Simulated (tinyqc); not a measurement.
## Hexagonal on-chip spiral inductor, lumped pi model: quality factor against frequency

Outer diameter do = di + 2 n wd + 2 (n - 1) sp, mean da = (do + di)/2, fill p = (do - di)/(do + di), length l = 3.464 n da. L = 2.33 mu0 n^2 da/(1 + 3.82 p), mu0 = 4 pi 1e-7 H/m. Rs = rho l/(wd delta (1 - exp(-th/delta))), delta = sqrt(rho/(pi f mu0)). Cs = n wd^2 eps0 eo/hu across the coil. At each end Cox = l wd eps0 eo/(2 ho) leads to the substrate branch Rsi = 2 rs he/(l wd) in parallel with Csi = l wd eps0 11.7/(2 he). With one end grounded Y = 1/(Rs + i w L) + i w Cs + 1/[1/(i w Cox) + 1/(1/Rsi + i w Csi)], w = 2 pi f; Q = -Im Y/Re Y. Eddy currents in neighbouring turns and in the substrate are left out.

Apparent inductance Im(1/Y)/w; share of the loss Re(substrate branch)/Re Y.

Values chosen for this exercise; values of the order met in silicon radio-frequency processes:

| symbol | value | unit | meaning |
|---|---|---|---|
| n | 1.5 |  | number of turns |
| wd | 4 | um | line width |
| sp | 2 | um | space between turns |
| di | 80 | um | inner diameter |
| th | 4 | um | metal thickness |
| rho | 3 | uohm cm | metal resistivity |
| ho | 3.2 | um | oxide below the coil |
| hu | 1.4 | um | oxide between coil and underpass |
| eo | 3 |  | relative permittivity of the oxide |
| rs | 20 | ohm cm | substrate resistivity |
| he | 30 | um | effective spreading depth in the substrate |

Constants: eps0 = 8.8541878128e-12 F/m. Results are converted to the units shown.

Result of one run:
```
f (GHz),Rs (ohm),w L/Rs,Q,apparent inductance (nH),loss in the substrate (%)
4,2.6027,4.2334,4.2167,0.43872,0.27995
```

What becomes of these results when the frequency f is changed from 4 to 130 GHz, all else the same?

Result of the changed run:
```
f (GHz),Rs (ohm),w L/Rs,Q,apparent inductance (nH),loss in the substrate (%)
130,14.023,25.536,3.3319,1.8288,40.761
```

The whole series:
```
f (GHz),Rs (ohm),w L/Rs,Q,apparent inductance (nH),loss in the substrate (%)
2.5,2.1627,3.1842,3.1791,0.43854,0.099655
4,2.6027,4.2334,4.2167,0.43872,0.27995
6.6,3.2375,5.6155,5.5620,0.43924,0.70371
11,4.1125,7.3678,7.2045,0.44074,1.6132
18,5.2291,9.4820,9.0174,0.44481,3.3977
29,6.6259,12.056,10.798,0.45564,6.7544
47,8.4322,15.354,11.985,0.48721,13.019
77,10.792,19.653,10.858,0.60046,23.885
130,14.023,25.536,3.3319,1.8288,40.761
```

Q goes from 3.18 through a maximum of 12.0 (at f = 47 GHz among the rows listed) to 3.33; the exact peak is 12.0 at 51.6 GHz and Q reaches zero at the self-resonance, 147 GHz. The share of the substrate rises from 0.0997 to 40.8 %, and the apparent inductance ends at 4.17 times L. At the peak the substrate takes 14.7 % of the loss. For f = 77, 130 the coil is longer than 0.15 of a wavelength in the oxide, where one lumped section is rough.

tinyqc, about 0.01 s, one thread, Intel Xeon 2.30GHz (shared host): `OMP_NUM_THREADS=1 python tinyqc.py 2302216 2302217 out.jsonl`
